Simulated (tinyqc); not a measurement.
Plane-wave Kohn-Sham cycle with exchange-only LDA in a layered model solid, step by step. Computed by tinyqc, a small Python program that keeps every step. Settings: points = 16, plane-wave index or count = 3, electrons = 4, k points = 4, area = 33.0, mixing = 0.8, iteration cap = 72, Pulay depth = 3. Command: `OMP_NUM_THREADS=1 python tinyqc.py 21889 21890 out.jsonl` (the two numbers bound the seeds that draw the settings). One thread of a shared host (Intel(R) Xeon(R) Processor @ 2.60GHz), about 0.01 s of CPU time with the checks. Later iterations appear only in the table of the cycle.

## Iteration 1: potential

A solid whose potential varies along x alone (atomic units):
```
parameter                      value
period a                   16.800000
cross-section of the cell  33.000000
electrons per cell                 4
grid points                       16
plane waves -n..n, n               3
k points                           4
V1 in V1 cos(2 pi x/a)     -0.530000
V2 in V2 cos(4 pi x/a)     -0.170000
```

density at the start, on the grid x_j = j a/N (e/bohr^3): [0.00721501, 0.00721501, 0.00721501, 0.00721501, 0.00721501, 0.00721501, 0.00721501, 0.00721501, 0.00721501, 0.00721501, 0.00721501, 0.00721501, 0.00721501, 0.00721501, 0.00721501, 0.00721501]

V_H(G) = 4 pi rho(G)/G^2 for G != 0 (uniform background); v_x = -(3 rho/pi)^(1/3); V = V_ext + V_H + v_x; Fourier components f(G_m) = (1/N) sum_j f(x_j) exp(-i G_m x_j).

Potentials on the grid (hartree):
```
x              V_ext       V_H        v_x          V
0.000000   -0.700000  0.000000  -0.190284  -0.890284
1.050000   -0.609864  0.000000  -0.190284  -0.800149
2.100000   -0.374767  0.000000  -0.190284  -0.565051
3.150000   -0.082614  0.000000  -0.190284  -0.272898
4.200000    0.170000  0.000000  -0.190284  -0.020284
5.250000    0.323030  0.000000  -0.190284   0.132746
6.300000    0.374767  0.000000  -0.190284   0.184482
7.350000    0.369448  0.000000  -0.190284   0.179164
8.400000    0.360000  0.000000  -0.190284   0.169716
9.450000    0.369448  0.000000  -0.190284   0.179164
10.500000   0.374767  0.000000  -0.190284   0.184482
11.550000   0.323030  0.000000  -0.190284   0.132746
12.600000   0.170000  0.000000  -0.190284  -0.020284
13.650000  -0.082614  0.000000  -0.190284  -0.272898
14.700000  -0.374767  0.000000  -0.190284  -0.565051
15.750000  -0.609864  0.000000  -0.190284  -0.800149
```

V(G_m), m = 0, 1, 2, ... (hartree): [-0.190284, -0.265000, -0.085000, 0.000000, 0.000000, 0.000000, 0.000000]

## Iteration 1: Hamiltonian at one k

k = 0.125000 2 pi / a

H(m,m') = (k + G_m)^2/2 delta + V(G_m - G_m'), with V(-G) = V(G).

H (hartree), order -3, -2, -1, +0, +1, +2, +3:
$$\begin{pmatrix}
0.387794 & -0.265000 & -0.085000 & 0.000000 & 0.000000 & 0.000000 & 0.000000 \\
-0.265000 & 0.055590 & -0.265000 & -0.085000 & 0.000000 & 0.000000 & 0.000000 \\
-0.085000 & -0.265000 & -0.136738 & -0.265000 & -0.085000 & 0.000000 & 0.000000 \\
0.000000 & -0.085000 & -0.265000 & -0.189191 & -0.265000 & -0.085000 & 0.000000 \\
0.000000 & 0.000000 & -0.085000 & -0.265000 & -0.101769 & -0.265000 & -0.085000 \\
0.000000 & 0.000000 & 0.000000 & -0.085000 & -0.265000 & 0.125528 & -0.265000 \\
0.000000 & 0.000000 & 0.000000 & 0.000000 & -0.085000 & -0.265000 & 0.492701
\end{pmatrix}$$

## Iteration 1: levels at that k

Diagonalise the Hermitian matrix.

eigenvalues (hartree): [-0.693310, -0.319053, -0.002250, 0.212309, 0.259487, 0.540673, 0.636058]

## Iteration 1: new density

Motion across x is left out: the lowest 2 band(s) hold two electrons at each of the k points (j + 1/2)/nk - 1/2. Residual R = rho(out) - rho(in); rho(new) = rho(in) + 0.8 R. rho(out) = 2/(a A nk) sum |psi|^2 with psi = sum c exp(i G x). Harris energy E = band energy - dV sum rho (V_H/2 + v_x) + (3/4) dV sum rho v_x with rho(in), dV = a A/N, band energy = (2/nk) sum of the filled levels.

rho(out) (e/bohr^3): [0.01911680, 0.02101548, 0.01805509, 0.00772883, 0.00121041, 0.00005789, 0.00002988, 0.00005783, 0.00001252, 0.00005783, 0.00002988, 0.00005789, 0.00121041, 0.00772883, 0.01805509, 0.02101548]

density after iteration 1 (e/bohr^3): [0.01673644, 0.01825539, 0.01588707, 0.00762607, 0.00241133, 0.00148931, 0.00146690, 0.00148926, 0.00145302, 0.00148926, 0.00146690, 0.00148931, 0.00241133, 0.00762607, 0.01588707, 0.01825539]

energy per cell = -1.83055399 hartree

## Iteration 2: potential

As before.

Potentials on the grid (hartree):
```
x              V_ext        V_H        v_x          V
0.000000   -0.700000   0.864817  -0.251890  -0.087073
1.050000   -0.609864   0.796453  -0.259291  -0.072703
2.100000   -0.374767   0.580098  -0.247555  -0.042223
3.150000   -0.082614   0.251327  -0.193831  -0.025119
4.200000    0.170000  -0.087419  -0.132051  -0.049470
5.250000    0.323030  -0.364816  -0.112457  -0.154243
6.300000    0.374767  -0.563680  -0.111890  -0.300804
7.350000    0.369448  -0.682963  -0.112456  -0.425971
8.400000    0.360000  -0.722815  -0.111536  -0.474351
9.450000    0.369448  -0.682963  -0.112456  -0.425971
10.500000   0.374767  -0.563680  -0.111890  -0.300804
11.550000   0.323030  -0.364816  -0.112457  -0.154243
12.600000   0.170000  -0.087419  -0.132051  -0.049470
13.650000  -0.082614   0.251327  -0.193831  -0.025119
14.700000  -0.374767   0.580098  -0.247555  -0.042223
15.750000  -0.609864   0.796453  -0.259291  -0.072703
```

V(G_m), m = 0, 1, 2, ... (hartree): [-0.168905, 0.094034, -0.057129, 0.003336, 0.001606, -0.000638, -0.000682]

## Iteration 2: Hamiltonian at one k

k = 0.125000 2 pi / a

As before.

H (hartree), order -3, -2, -1, +0, +1, +2, +3:
$$\begin{pmatrix}
0.409173 & 0.094034 & -0.057129 & 0.003336 & 0.001606 & -0.000638 & -0.000682 \\
0.094034 & 0.076969 & 0.094034 & -0.057129 & 0.003336 & 0.001606 & -0.000638 \\
-0.057129 & 0.094034 & -0.115359 & 0.094034 & -0.057129 & 0.003336 & 0.001606 \\
0.003336 & -0.057129 & 0.094034 & -0.167813 & 0.094034 & -0.057129 & 0.003336 \\
0.001606 & 0.003336 & -0.057129 & 0.094034 & -0.080391 & 0.094034 & -0.057129 \\
-0.000638 & 0.001606 & 0.003336 & -0.057129 & 0.094034 & 0.146907 & 0.094034 \\
-0.000682 & -0.000638 & 0.001606 & 0.003336 & -0.057129 & 0.094034 & 0.514080
\end{pmatrix}$$

## Iteration 2: levels at that k

As before.

eigenvalues (hartree): [-0.336860, -0.101147, -0.030765, 0.106165, 0.170889, 0.436285, 0.539000]

## Iteration 2: new density

B (overlaps of the stored error matrices):
$$\begin{pmatrix}
1.1902390e-03 & -1.6680647e-03 \\
-1.6680647e-03 & 2.6224604e-03
\end{pmatrix}$$

Motion across x is left out: the lowest 2 band(s) hold two electrons at each of the k points (j + 1/2)/nk - 1/2. Residual R = rho(out) - rho(in); rho(new) = rho(in) + 0.8 R; Pulay mixing then takes sum c_i of the stored mixed densities, with c from B_ij = sum R_i R_j as in DIIS. rho(out) = 2/(a A nk) sum |psi|^2 with psi = sum c exp(i G x). Harris energy E = band energy - dV sum rho (V_H/2 + v_x) + (3/4) dV sum rho v_x with rho(in), dV = a A/N, band energy = (2/nk) sum of the filled levels.

rho(out) (e/bohr^3): [0.00062744, 0.00073622, 0.00097030, 0.00163343, 0.00397250, 0.00930631, 0.01526685, 0.01718408, 0.01667331, 0.01718408, 0.01526685, 0.00930631, 0.00397250, 0.00163343, 0.00097030, 0.00073622]

DIIS coefficients: [0.600172, 0.399828]

density after iteration 2 (e/bohr^3): [0.01158377, 0.01265166, 0.01111575, 0.00570925, 0.00291069, 0.00398968, 0.00588099, 0.00650945, 0.00632142, 0.00650945, 0.00588099, 0.00398968, 0.00291069, 0.00570925, 0.01111575, 0.01265166]

energy per cell = -1.68344254 hartree

## Convergence

Stop when sqrt(dV sum R^2) is below 1e-8, dV = a A/N.

Course of the cycle:
```
iteration  E (hartree)  norm of the residual
1          -1.83055399              2.03e-01
2          -1.68344254              3.01e-01
3          -1.14272131              1.19e-01
4          -0.96599919              5.55e-02
5          -0.95500065              4.12e-02
6          -1.00933168              1.00e-01
7          -0.98317206              7.95e-02
8          -0.96645302              6.10e-02
9          -0.95326830              1.54e-02
10         -0.95301962              1.19e-02
11         -0.95269131              2.97e-03
12         -0.95267558              9.15e-04
13         -0.95267393              2.10e-04
14         -0.95267383              8.74e-06
15         -0.95267383              3.99e-07
16         -0.95267383              3.43e-07
17         -0.95267383              7.56e-08
18         -0.95267383              6.82e-09
```

Converged in 18 iterations. Before convergence this energy mixes input and output and is not variational, so it may rise towards its limit.
